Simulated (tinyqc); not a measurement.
Worked calculation: tight binding, kagome lattice. One step of it, computed by the program tinyqc.

Problem. Bloch Hamiltonian at k. H_AB = -t1 - t2 exp(-i k.a1), H_AC = -t1 - t2 exp(-i k.a2), H_BC = -t1 - t2 exp(i k.(a1 - a2)), H_CC = delta.

Parameters chosen for this model:

| parameter | value | unit |
|---|---|---|
| t1 | 1.090000 | eV, up triangles |
| t2 | 1.090000 | eV, down triangles |
| delta | 0 | eV on site C |

k point k (fractions of the reciprocal vectors): 0.480000  0.250000

Give: H(k) at k.

Solution.

H(k) at k (eV), lower triangle (Hermitian):
```
               A              B      C
A          0.000
B  -0.009-0.137i          0.000
C  -1.090-1.090i  -1.227+1.081i  0.000
```
